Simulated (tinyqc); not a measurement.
Changing the metal thickness h: growth of a silicide layer between metal and silicon: linear-parabolic kinetics, ramp anneals and Kissinger analysis. Computed by tinyqc, a small Python program. Command: `OMP_NUM_THREADS=1 python tinyqc.py 3027002 3027003 out.jsonl silicide sweep`. One thread of a shared host (Intel(R) Xeon(R) Processor @ 2.30GHz), about 0.08 s of CPU time with the checks.

One compound layer of thickness x grows by diffusion through itself and reaction at an interface, dx/dt = 1/(2x/K + 1/v), until the metal is used up at x = a h.

Inputs (values chosen for the exercise, modelled on CoSi2):
```
quantity                                  value          unit
silicide formed per metal thickness a      3.52             -
silicon consumed per metal thickness b     3.64             -
prefactor of the parabolic constant K   1.1e+15        nm^2/s
activation energy E of K                   2.38            eV
prefactor of the interface velocity v   3.4e+14          nm/s
activation energy E_v                      2.62            eV
temperature T                               585             C
time t                                       80             s
ramp rate beta                              0.1           C/s
silicide resistivity                         18  micro-ohm cm
junction depth x_j                           37            nm
```

Constants: k_B = 8.617333262e-05 eV/K.

Method:
- The silicide ends at the thickness a h.
- Silicon consumed b h, sheet resistance rho/(final thickness) with 1 micro-ohm cm/nm = 10 ohm; margin to the junction x_j - b h.
- K = K0 exp(-E/(k_B T)), v = v0 exp(-E_v/(k_B T)).
- Temperatures in kelvin are T(C) + 273.15.
- x^2/K + x/v = t, so x = (K/(2v)) [sqrt(1 + 4 v^2 t/K) - 1], capped at a h; completion time t_c = (a h)^2/K + a h/v, a h being the final thickness; crossover thickness K/v.
- Ramp from x = 0 at 100 C at the rate beta: dx/dT = (1/beta)/(2x/K + 1/v), integrated adaptively (tolerance 1e-9) until x = a h at T_f.

One run for each value; columns: (1) metal thickness h (nm); (2) completion time (s); (3) completion temperature T_f (C); (4) sheet resistance (ohm/square); (5) silicon consumed (nm):
```
(1)          (2)    (3)    (4)      (5)
1.0    2.630e+01  537.7  51.14    3.640
1.9    5.180e+01  551.8  26.91    6.916
3.8    1.113e+02  568.4  13.46   13.832
7.3    2.412e+02  585.9   7.00   26.572
14.0   5.628e+02  606.3   3.65   50.960
27.0   1.461e+03  631.1   1.89   98.280
53.0   4.340e+03  661.8   0.96  192.920
100.0  1.321e+04  696.1   0.51  364.000
200.0  4.781e+04  739.1   0.26  728.000
```

Over the rows, completion time (s) rises from 26.3 to 47800 (exponent d ln y / d ln x 1.1 between the first rows and 1.9 between the last); completion temperature T_f (C) rises from 538 to 739; sheet resistance (ohm/square) falls from 51.1 to 0.256 (exponent d ln y / d ln x about -1.0 throughout). At the low end the exponent of completion time is 1.06, close to 1: interface control. The exponent of sheet resistance stays at -1: R_s = rho/(a h). A thicker film lowers R_s but eats further into the junction.

Caution (rows 1.00, 1.90, 3.80): so thin a film has a resistivity above the bulk value and tends to agglomerate. Caution (all rows): a disilicide really forms through metal-rich phases and by nucleation, not as one layer from the metal.

Extremes, crossings and ranges named in words are read from the listed rows.
